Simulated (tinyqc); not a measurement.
RHF in the 6-311g basis, for H2, spin multiplicity 1, step by step (part 1 of 2). Computed by tinyqc, a small Python program that keeps every step (integrals from PySCF). Settings: charge = 0, multiplicity = 1, basis = 6-311g, energy threshold = 1e-10, iteration cap = 82, orthogonalisation = canonical, start = random, DIIS depth = 8, DIIS from iteration = 3, method = RHF. Command: `OMP_NUM_THREADS=1 python tinyqc.py 25318 25319 out.jsonl` (the two numbers bound the seeds that draw the settings). One thread of a shared host (Intel(R) Xeon(R) Processor @ 2.60GHz), about 0.04 s of CPU time with the checks. Later iterations appear only in the table of the cycle.

## One-electron integrals

Geometry (angstrom):
```
atom         x         y         z
H     0.000000  0.000000  0.000000
H     0.000000  0.000000  0.708000
```

Basis 6-311g: exponents (1/bohr^2) and contraction coefficients of normalised primitives:
```
element  l (shell)   exponent  coefficient
H            s (1)  33.865000     0.025494
H            s (1)   5.094790     0.190373
H            s (1)   1.158790     0.852161
H            s (2)   0.325840     1.000000
H            s (3)   0.102741     1.000000
```

Overlap, kinetic and nuclear-attraction integrals over the contracted functions; the nuclear repulsion is the sum of Za Zb / Rab.

nuclear repulsion = 0.74742544 hartree

overlap S, order 1H 1s, 1H 2s, 1H 3s, 2H 1s, 2H 2s, 2H 3s:
$$\begin{pmatrix}
1.000000 & 0.706377 & 0.373664 & 0.300052 & 0.444372 & 0.315306 \\
0.706377 & 1.000000 & 0.788963 & 0.444372 & 0.747042 & 0.686013 \\
0.373664 & 0.788963 & 1.000000 & 0.315306 & 0.686013 & 0.912146 \\
0.300052 & 0.444372 & 0.315306 & 1.000000 & 0.706377 & 0.373664 \\
0.444372 & 0.747042 & 0.686013 & 0.706377 & 1.000000 & 0.788963 \\
0.315306 & 0.686013 & 0.912146 & 0.373664 & 0.788963 & 1.000000
\end{pmatrix}$$

kinetic energy T (hartree), order 1H 1s, 1H 2s, 1H 3s, 2H 1s, 2H 2s, 2H 3s:
$$\begin{pmatrix}
2.304348 & 0.549119 & 0.106346 & 0.115913 & 0.238083 & 0.079571 \\
0.549119 & 0.488760 & 0.184881 & 0.238083 & 0.294136 & 0.145772 \\
0.106346 & 0.184881 & 0.154112 & 0.079571 & 0.145772 & 0.131955 \\
0.115913 & 0.238083 & 0.079571 & 2.304348 & 0.549119 & 0.106346 \\
0.238083 & 0.294136 & 0.145772 & 0.549119 & 0.488760 & 0.184881 \\
0.079571 & 0.145772 & 0.131955 & 0.106346 & 0.184881 & 0.154112
\end{pmatrix}$$

nuclear attraction V (hartree), order 1H 1s, 1H 2s, 1H 3s, 2H 1s, 2H 2s, 2H 3s:
$$\begin{pmatrix}
-2.856366 & -1.578548 & -0.785629 & -0.804653 & -1.029795 & -0.675531 \\
-1.578548 & -1.563666 & -1.045448 & -1.029795 & -1.239479 & -0.940264 \\
-0.785629 & -1.045448 & -0.966633 & -0.675531 & -0.940264 & -0.905287 \\
-0.804653 & -1.029795 & -0.675531 & -2.856366 & -1.578548 & -0.785629 \\
-1.029795 & -1.239479 & -0.940264 & -1.578548 & -1.563666 & -1.045448 \\
-0.675531 & -0.940264 & -0.905287 & -0.785629 & -1.045448 & -0.966633
\end{pmatrix}$$

core Hamiltonian H = T + V (hartree), order 1H 1s, 1H 2s, 1H 3s, 2H 1s, 2H 2s, 2H 3s:
$$\begin{pmatrix}
-0.552018 & -1.029429 & -0.679283 & -0.688739 & -0.791712 & -0.595960 \\
-1.029429 & -1.074906 & -0.860567 & -0.791712 & -0.945343 & -0.794492 \\
-0.679283 & -0.860567 & -0.812522 & -0.595960 & -0.794492 & -0.773333 \\
-0.688739 & -0.791712 & -0.595960 & -0.552018 & -1.029429 & -0.679283 \\
-0.791712 & -0.945343 & -0.794492 & -1.029429 & -1.074906 & -0.860567 \\
-0.595960 & -0.794492 & -0.773333 & -0.679283 & -0.860567 & -0.812522
\end{pmatrix}$$

## Two-electron integrals

Functions are numbered as in S; the eight-fold symmetry (ij|kl) = (ji|kl) = (kl|ij) leaves the list below.

Two-electron integrals (ij|kl) in chemists' order, unique and non-zero (hartree):
```
(11|11) 1.393035   (21|11) 0.822971   (21|21) 0.509703   (22|11) 0.822904
(22|21) 0.543028   (22|22) 0.644106   (31|11) 0.411256   (31|21) 0.257757
(31|22) 0.279868   (31|31) 0.130794   (32|11) 0.543681   (32|21) 0.365771
(32|22) 0.452669   (32|31) 0.189803   (32|32) 0.325140   (33|11) 0.494021
(33|21) 0.340115   (33|22) 0.445993   (33|31) 0.178035   (33|32) 0.331779
(33|33) 0.361682   (41|11) 0.328523   (41|21) 0.207027   (41|22) 0.225668
(41|31) 0.105159   (41|32) 0.153016   (41|33) 0.143356   (41|41) 0.112640
(42|11) 0.362672   (42|21) 0.241633   (42|22) 0.289427   (42|31) 0.124824
(42|32) 0.203514   (42|33) 0.200010   (42|41) 0.141043   (42|42) 0.200185
(43|11) 0.230358   (43|21) 0.155627   (43|22) 0.192108   (43|31) 0.080793
(43|32) 0.137055   (43|33) 0.137615   (43|41) 0.091568   (43|42) 0.135343
(43|43) 0.093047   (44|11) 0.727167   (44|21) 0.497577   (44|22) 0.621744
(44|31) 0.259124   (44|32) 0.443405   (44|33) 0.442870   (44|41) 0.328523
(44|42) 0.503032   (44|43) 0.345786   (44|44) 1.393035   (51|11) 0.503032
(51|21) 0.313494   (51|22) 0.337252   (51|31) 0.158814   (51|32) 0.227942
(51|33) 0.212870   (51|41) 0.141043   (51|42) 0.169426   (51|43) 0.109630
(51|44) 0.362672   (51|51) 0.200185   (52|11) 0.569112   (52|21) 0.379140
(52|22) 0.458775   (52|31) 0.196044   (52|32) 0.325561   (52|33) 0.325571
(52|41) 0.181441   (52|42) 0.248585   (52|43) 0.168295   (52|44) 0.569112
(52|51) 0.248585   (52|52) 0.359457   (53|11) 0.418288   (53|21) 0.284468
(53|22) 0.361150   (53|31) 0.148201   (53|32) 0.263138   (53|33) 0.275243
(53|41) 0.138237   (53|42) 0.199779   (53|43) 0.138507   (53|44) 0.466750
(53|51) 0.187993   (53|52) 0.290992   (53|53) 0.245822   (54|11) 0.497577
(54|21) 0.338698   (54|22) 0.423473   (54|31) 0.176249   (54|32) 0.303535
(54|33) 0.306498   (54|41) 0.207027   (54|42) 0.313494   (54|43) 0.216879
(54|44) 0.822971   (54|51) 0.241633   (54|52) 0.379140   (54|53) 0.314383
(54|54) 0.509703   (55|11) 0.621744   (55|21) 0.423473   (55|22) 0.538061
(55|31) 0.220695   (55|32) 0.391553   (55|33) 0.407687   (55|41) 0.225668
(55|42) 0.337252   (55|43) 0.235759   (55|44) 0.822904   (55|51) 0.289427
(55|52) 0.458775   (55|53) 0.390140   (55|54) 0.543028   (55|55) 0.644106
(61|11) 0.345786   (61|21) 0.216879   (61|22) 0.235759   (61|31) 0.110075
(61|32) 0.159959   (61|33) 0.150126   (61|41) 0.091568   (61|42) 0.109630
(61|43) 0.071053   (61|44) 0.230358   (61|51) 0.135343   (61|52) 0.168295
(61|53) 0.127503   (61|54) 0.155627   (61|55) 0.192108   (61|61) 0.093047
(62|11) 0.466750   (62|21) 0.314383   (62|22) 0.390140   (62|31) 0.163207
(62|32) 0.280649   (62|33) 0.287118   (62|41) 0.138237   (62|42) 0.187993
(62|43) 0.127503   (62|44) 0.418288   (62|51) 0.199779   (62|52) 0.290992
(62|53) 0.237564   (62|54) 0.284468   (62|55) 0.361150   (62|61) 0.138507
(62|62) 0.245822   (63|11) 0.438053   (63|21) 0.302006   (63|22) 0.397526
(63|31) 0.158174   (63|32) 0.296476   (63|33) 0.324920   (63|41) 0.134453
(63|42) 0.193211   (63|43) 0.134442   (63|44) 0.438053   (63|51) 0.193211
(63|52) 0.303904   (63|53) 0.261671   (63|54) 0.302006   (63|55) 0.397526
(63|61) 0.134442   (63|62) 0.261671   (63|63) 0.300923   (64|11) 0.259124
(64|21) 0.176249   (64|22) 0.220695   (64|31) 0.091716   (64|32) 0.158522
(64|33) 0.160769   (64|41) 0.105159   (64|42) 0.158814   (64|43) 0.110075
(64|44) 0.411256   (64|51) 0.124824   (64|52) 0.196044   (64|53) 0.163207
(64|54) 0.257757   (64|55) 0.279868   (64|61) 0.080793   (64|62) 0.148201
(64|63) 0.158174   (64|64) 0.130794   (65|11) 0.443405   (65|21) 0.303535
(65|22) 0.391553   (65|31) 0.158522   (65|32) 0.287944   (65|33) 0.306218
(65|41) 0.153016   (65|42) 0.227942   (65|43) 0.159959   (65|44) 0.543681
(65|51) 0.203514   (65|52) 0.325561   (65|53) 0.280649   (65|54) 0.365771
(65|55) 0.452669   (65|61) 0.137055   (65|62) 0.263138   (65|63) 0.296476
(65|64) 0.189803   (65|65) 0.325140   (66|11) 0.442870   (66|21) 0.306498
(66|22) 0.407687   (66|31) 0.160769   (66|32) 0.306218   (66|33) 0.340681
(66|41) 0.143356   (66|42) 0.212870   (66|43) 0.150126   (66|44) 0.494021
(66|51) 0.200010   (66|52) 0.325571   (66|53) 0.287118   (66|54) 0.340115
(66|55) 0.445993   (66|61) 0.137615   (66|62) 0.275243   (66|63) 0.324920
(66|64) 0.178035   (66|65) 0.331779   (66|66) 0.361682
```

## Orthogonalisation

S = U s U^T; canonical form X = U s^(-1/2), so that X^T S X = 1. Each column of U has its largest component positive (the first on a tie).

eigenvalues of S: [0.029651, 0.143325, 0.177771, 0.833339, 0.870029, 3.945886]

X, order 1H 1s, 1H 2s, 1H 3s, 2H 1s, 2H 2s, 2H 3s:
$$\begin{pmatrix}
0.582899 & -0.913593 & -0.709095 & 0.693285 & 0.569532 & 0.157728 \\
-2.245906 & 1.408466 & 1.207738 & 0.330702 & 0.082613 & 0.230551 \\
3.388098 & -0.818633 & 0.922581 & 0.099941 & -0.493460 & 0.220641 \\
-0.582899 & -0.913593 & 0.709095 & -0.693285 & 0.569532 & 0.157728 \\
2.245906 & 1.408466 & -1.207738 & -0.330702 & 0.082613 & 0.230551 \\
-3.388098 & -0.818633 & -0.922581 & -0.099941 & -0.493460 & 0.220641
\end{pmatrix}$$

## Starting guess

The start is random orthonormal orbitals; D = 2 C_occ C_occ^T.

D at the start, order 1H 1s, 1H 2s, 1H 3s, 2H 1s, 2H 2s, 2H 3s:
$$\begin{pmatrix}
0.428177 & 0.677788 & -2.402458 & -0.248480 & -0.648105 & 2.487232 \\
0.677788 & 1.072913 & -3.803001 & -0.393334 & -1.025927 & 3.937196 \\
-2.402458 & -3.803001 & 13.479958 & 1.394195 & 3.636457 & -13.955620 \\
-0.248480 & -0.393334 & 1.394195 & 0.144198 & 0.376109 & -1.443391 \\
-0.648105 & -1.025927 & 3.636457 & 0.376109 & 0.980998 & -3.764775 \\
2.487232 & 3.937196 & -13.955620 & -1.443391 & -3.764775 & 14.448066
\end{pmatrix}$$

## Iteration 1: building the Fock matrix

J_ij = sum D_kl (ij|kl), K_ij = sum D_kl (ik|jl); F = H + J - 0.5 K; E = tr D H + tr D J / 2 - 0.25 tr D K + E_nn.

Coulomb J (hartree), order 1H 1s, 1H 2s, 1H 3s, 2H 1s, 2H 2s, 2H 3s:
$$\begin{pmatrix}
1.129092 & 0.716773 & 0.366931 & 0.296672 & 0.443560 & 0.308982 \\
0.716773 & 0.838179 & 0.603566 & 0.387836 & 0.610636 & 0.524131 \\
0.366931 & 0.603566 & 0.646116 & 0.263665 & 0.508257 & 0.589506 \\
0.296672 & 0.387836 & 0.263665 & 0.864214 & 0.588571 & 0.307457 \\
0.443560 & 0.610636 & 0.508257 & 0.588571 & 0.765937 & 0.571357 \\
0.308982 & 0.524131 & 0.589506 & 0.307457 & 0.571357 & 0.635251
\end{pmatrix}$$

exchange K (hartree), order 1H 1s, 1H 2s, 1H 3s, 2H 1s, 2H 2s, 2H 3s:
$$\begin{pmatrix}
0.647577 & 0.323012 & 0.125204 & -0.011883 & 0.183764 & 0.167168 \\
0.323012 & 0.171637 & 0.075226 & 0.006726 & 0.100298 & 0.092168 \\
0.125204 & 0.075226 & 0.064825 & 0.002455 & 0.048018 & 0.067595 \\
-0.011883 & 0.006726 & 0.002455 & 0.093057 & 0.021633 & -0.012645 \\
0.183764 & 0.100298 & 0.048018 & 0.021633 & 0.074576 & 0.073811 \\
0.167168 & 0.092168 & 0.067595 & -0.012645 & 0.073811 & 0.111629
\end{pmatrix}$$

Fock matrix F (hartree), order 1H 1s, 1H 2s, 1H 3s, 2H 1s, 2H 2s, 2H 3s:
$$\begin{pmatrix}
0.253286 & -0.474162 & -0.374954 & -0.386125 & -0.440033 & -0.370562 \\
-0.474162 & -0.322546 & -0.294614 & -0.407239 & -0.384856 & -0.316445 \\
-0.374954 & -0.294614 & -0.198818 & -0.333523 & -0.310244 & -0.217625 \\
-0.386125 & -0.407239 & -0.333523 & 0.265667 & -0.451675 & -0.365503 \\
-0.440033 & -0.384856 & -0.310244 & -0.451675 & -0.346257 & -0.326115 \\
-0.370562 & -0.316445 & -0.217625 & -0.365503 & -0.326115 & -0.233085
\end{pmatrix}$$

total energy of this density = 0.81146768 hartree

## Iteration 1: diagonalisation and new density

Diagonalise F' = X^T F X, C = X C', fill 1 alpha and 1 beta electrons from the bottom; D = 2 C_occ C_occ^T. Each column has its largest component positive (the first on a tie).

F' = X^T F X (hartree):
$$\begin{pmatrix}
0.957455 & -0.024471 & -0.897515 & 0.472951 & 0.023552 & 0.026798 \\
-0.024471 & 1.632758 & 0.024010 & -0.018688 & -0.700773 & 0.031061 \\
-0.897515 & 0.024010 & 0.994715 & -0.659658 & -0.011882 & 0.052013 \\
0.472951 & -0.018688 & -0.659658 & 0.591007 & 0.006502 & -0.011051 \\
0.023552 & -0.700773 & -0.011882 & 0.006502 & 0.443671 & -0.161578 \\
0.026798 & 0.031061 & 0.052013 & -0.011051 & -0.161578 & -0.481388
\end{pmatrix}$$

orbital energies (hartree): MO1 -0.518719, MO2 0.016398, MO3 0.147533, MO4 0.270995, MO5 1.953890, MO6 2.268120

coefficients C, order 1H 1s, 1H 2s, 1H 3s, 2H 1s, 2H 2s, 2H 3s:
$$\begin{pmatrix}
0.231493 & -0.093053 & -0.080286 & 0.212566 & -0.879967 & -1.272363 \\
0.362541 & -0.050483 & -0.654149 & 1.553611 & 0.931694 & 2.193670 \\
-0.204054 & -2.295192 & 0.973926 & -2.121968 & -0.297282 & -1.566364 \\
0.210897 & 0.049633 & -0.090070 & -0.230624 & -1.219511 & 0.954819 \\
0.265257 & -0.062827 & -0.578389 & -1.602625 & 1.539369 & -1.819048 \\
0.349853 & 2.357606 & 0.676563 & 2.146208 & -0.740686 & 1.417545
\end{pmatrix}$$

D after iteration 1, order 1H 1s, 1H 2s, 1H 3s, 2H 1s, 2H 2s, 2H 3s:
$$\begin{pmatrix}
0.107178 & 0.167851 & -0.094474 & 0.097642 & 0.122810 & 0.161977 \\
0.167851 & 0.262872 & -0.147956 & 0.152917 & 0.192333 & 0.253672 \\
-0.094474 & -0.147956 & 0.083276 & -0.086069 & -0.108254 & -0.142778 \\
0.097642 & 0.152917 & -0.086069 & 0.088955 & 0.111884 & 0.147566 \\
0.122810 & 0.192333 & -0.108254 & 0.111884 & 0.140723 & 0.185602 \\
0.161977 & 0.253672 & -0.142778 & 0.147566 & 0.185602 & 0.244794
\end{pmatrix}$$

## Iteration 2: building the Fock matrix

As before.

Coulomb J (hartree), order 1H 1s, 1H 2s, 1H 3s, 2H 1s, 2H 2s, 2H 3s:
$$\begin{pmatrix}
1.668510 & 1.085119 & 0.557368 & 0.526337 & 0.711091 & 0.478546 \\
1.085119 & 1.267614 & 0.889028 & 0.710039 & 0.995223 & 0.795603 \\
0.557368 & 0.889028 & 0.877456 & 0.478401 & 0.797968 & 0.821322 \\
0.526337 & 0.710039 & 0.478401 & 1.660294 & 1.084137 & 0.557476 \\
0.711091 & 0.995223 & 0.797968 & 1.084137 & 1.273457 & 0.894287 \\
0.478546 & 0.795603 & 0.821322 & 0.557476 & 0.894287 & 0.882856
\end{pmatrix}$$

exchange K (hartree), order 1H 1s, 1H 2s, 1H 3s, 2H 1s, 2H 2s, 2H 3s:
$$\begin{pmatrix}
1.096017 & 1.032377 & 0.690196 & 0.776965 & 0.925784 & 0.675623 \\
1.032377 & 1.097373 & 0.774806 & 0.901967 & 1.056401 & 0.778215 \\
0.690196 & 0.774806 & 0.566755 & 0.656833 & 0.776349 & 0.579407 \\
0.776965 & 0.901967 & 0.656833 & 1.057482 & 1.030084 & 0.701190 \\
0.925784 & 1.056401 & 0.776349 & 1.030084 & 1.134388 & 0.814247 \\
0.675623 & 0.778215 & 0.579407 & 0.701190 & 0.814247 & 0.603425
\end{pmatrix}$$

Fock matrix F (hartree), order 1H 1s, 1H 2s, 1H 3s, 2H 1s, 2H 2s, 2H 3s:
$$\begin{pmatrix}
0.568484 & -0.460498 & -0.467013 & -0.550884 & -0.543513 & -0.455226 \\
-0.460498 & -0.355978 & -0.358942 & -0.532656 & -0.478320 & -0.387997 \\
-0.467013 & -0.358942 & -0.218443 & -0.445975 & -0.384699 & -0.241714 \\
-0.550884 & -0.532656 & -0.445975 & 0.579535 & -0.460335 & -0.472402 \\
-0.543513 & -0.478320 & -0.384699 & -0.460335 & -0.368643 & -0.373404 \\
-0.455226 & -0.387997 & -0.241714 & -0.472402 & -0.373404 & -0.231378
\end{pmatrix}$$

total energy of this density = -1.10715090 hartree

## Iteration 2: diagonalisation and new density

As before.

F' = X^T F X (hartree):
$$\begin{pmatrix}
1.148780 & 0.004645 & -0.944697 & 0.480471 & 0.004848 & 0.012493 \\
0.004645 & 1.934764 & 0.001283 & -0.001820 & -0.871697 & 0.017972 \\
-0.944697 & 0.001283 & 1.372122 & -0.921154 & 0.008880 & 0.020721 \\
0.480471 & -0.001820 & -0.921154 & 1.175657 & -0.002793 & -0.000298 \\
0.004848 & -0.871697 & 0.008880 & -0.002793 & 0.745645 & -0.158743 \\
0.012493 & 0.017972 & 0.020721 & -0.000298 & -0.158743 & -0.560118
\end{pmatrix}$$

orbital energies (hartree): MO1 -0.583650, MO2 0.180708, MO3 0.305184, MO4 0.682793, MO5 2.398097, MO6 2.833718

coefficients C, order 1H 1s, 1H 2s, 1H 3s, 2H 1s, 2H 2s, 2H 3s:
$$\begin{pmatrix}
0.200484 & 0.078660 & -0.050612 & 0.078666 & -1.075610 & 1.138007 \\
0.312822 & -0.105216 & -0.715792 & 1.808109 & 1.220752 & -1.809714 \\
0.024899 & 2.466357 & 0.782705 & -2.213151 & -0.490532 & 1.211559 \\
0.198326 & -0.071104 & -0.040081 & -0.085028 & -1.061683 & -1.151838 \\
0.290387 & 0.071173 & -0.675524 & -1.829339 & 1.202810 & 1.821232 \\
0.194191 & -2.396209 & 0.907293 & 2.234272 & -0.478951 & -1.215988
\end{pmatrix}$$

D after iteration 2, order 1H 1s, 1H 2s, 1H 3s, 2H 1s, 2H 2s, 2H 3s:
$$\begin{pmatrix}
0.080388 & 0.125432 & 0.009984 & 0.079522 & 0.116436 & 0.077864 \\
0.125432 & 0.195715 & 0.015578 & 0.124081 & 0.181679 & 0.121494 \\
0.009984 & 0.015578 & 0.001240 & 0.009876 & 0.014460 & 0.009670 \\
0.079522 & 0.124081 & 0.009876 & 0.078666 & 0.115183 & 0.077026 \\
0.116436 & 0.181679 & 0.014460 & 0.115183 & 0.168649 & 0.112781 \\
0.077864 & 0.121494 & 0.009670 & 0.077026 & 0.112781 & 0.075420
\end{pmatrix}$$

## Iteration 3: building the Fock matrix

As before.

Coulomb J (hartree), order 1H 1s, 1H 2s, 1H 3s, 2H 1s, 2H 2s, 2H 3s:
$$\begin{pmatrix}
1.613840 & 1.055550 & 0.543117 & 0.510622 & 0.691228 & 0.466099 \\
1.055550 & 1.245349 & 0.877067 & 0.692931 & 0.976365 & 0.784038 \\
0.543117 & 0.877067 & 0.870809 & 0.467817 & 0.785770 & 0.813710 \\
0.510622 & 0.692931 & 0.467817 & 1.620344 & 1.060137 & 0.545511 \\
0.691228 & 0.976365 & 0.785770 & 1.060137 & 1.250929 & 0.880797 \\
0.466099 & 0.784038 & 0.813710 & 0.545511 & 0.880797 & 0.873791
\end{pmatrix}$$

exchange K (hartree), order 1H 1s, 1H 2s, 1H 3s, 2H 1s, 2H 2s, 2H 3s:
$$\begin{pmatrix}
1.011387 & 0.990640 & 0.683973 & 0.732666 & 0.883724 & 0.659953 \\
0.990640 & 1.099710 & 0.803841 & 0.881189 & 1.049446 & 0.793498 \\
0.683973 & 0.803841 & 0.609839 & 0.659059 & 0.794934 & 0.610692 \\
0.732666 & 0.881189 & 0.659059 & 1.015668 & 1.001417 & 0.693845 \\
0.883724 & 1.049446 & 0.794934 & 1.001417 & 1.119062 & 0.820320 \\
0.659953 & 0.793498 & 0.610692 & 0.693845 & 0.820320 & 0.623387
\end{pmatrix}$$

Fock matrix F (hartree), order 1H 1s, 1H 2s, 1H 3s, 2H 1s, 2H 2s, 2H 3s:
$$\begin{pmatrix}
0.556129 & -0.469200 & -0.478152 & -0.544450 & -0.542346 & -0.459838 \\
-0.469200 & -0.379412 & -0.385420 & -0.539376 & -0.493702 & -0.407204 \\
-0.478152 & -0.385420 & -0.246632 & -0.457673 & -0.406190 & -0.264969 \\
-0.544450 & -0.539376 & -0.457673 & 0.560492 & -0.470001 & -0.480694 \\
-0.542346 & -0.493702 & -0.406190 & -0.470001 & -0.383508 & -0.389931 \\
-0.459838 & -0.407204 & -0.264969 & -0.480694 & -0.389931 & -0.250424
\end{pmatrix}$$

total energy of this density = -1.12616392 hartree

## Iteration 3: diagonalisation and new density

As before.

F' = X^T F X (hartree):
$$\begin{pmatrix}
1.143753 & 0.002844 & -0.936501 & 0.475832 & 0.000919 & 0.003833 \\
0.002844 & 1.920589 & -0.000746 & 0.000291 & -0.860957 & 0.016478 \\
-0.936501 & -0.000746 & 1.359146 & -0.912952 & 0.004108 & 0.006206 \\
0.475832 & 0.000291 & -0.912952 & 1.147087 & -0.001598 & 0.000283 \\
0.000919 & -0.860957 & 0.004108 & -0.001598 & 0.740998 & -0.148681 \\
0.003833 & 0.016478 & 0.006206 & 0.000283 & -0.148681 & -0.581557
\end{pmatrix}$$

orbital energies (hartree): MO1 -0.601257, MO2 0.175553, MO3 0.304455, MO4 0.669925, MO5 2.376757, MO6 2.804584

coefficients C, order 1H 1s, 1H 2s, 1H 3s, 2H 1s, 2H 2s, 2H 3s:
$$\begin{pmatrix}
0.197126 & 0.078242 & -0.051646 & 0.084315 & -1.077809 & 1.136089 \\
0.298336 & -0.070376 & -0.705687 & 1.808577 & 1.225436 & -1.814180 \\
0.093921 & 2.414808 & 0.818509 & -2.250777 & -0.494813 & 1.217286 \\
0.196610 & -0.076449 & -0.047035 & -0.086702 & -1.060070 & -1.152887 \\
0.292219 & 0.054636 & -0.689795 & -1.816277 & 1.199080 & 1.831664 \\
0.144637 & -2.387021 & 0.868465 & 2.259072 & -0.477660 & -1.223975
\end{pmatrix}$$

D after iteration 3, order 1H 1s, 1H 2s, 1H 3s, 2H 1s, 2H 2s, 2H 3s:
$$\begin{pmatrix}
0.077717 & 0.117620 & 0.037029 & 0.077514 & 0.115208 & 0.057023 \\
0.117620 & 0.178009 & 0.056040 & 0.117312 & 0.174359 & 0.086301 \\
0.037029 & 0.056040 & 0.017642 & 0.036932 & 0.054891 & 0.027169 \\
0.077514 & 0.117312 & 0.036932 & 0.077311 & 0.114906 & 0.056874 \\
0.115208 & 0.174359 & 0.054891 & 0.114906 & 0.170784 & 0.084531 \\
0.057023 & 0.086301 & 0.027169 & 0.056874 & 0.084531 & 0.041840
\end{pmatrix}$$
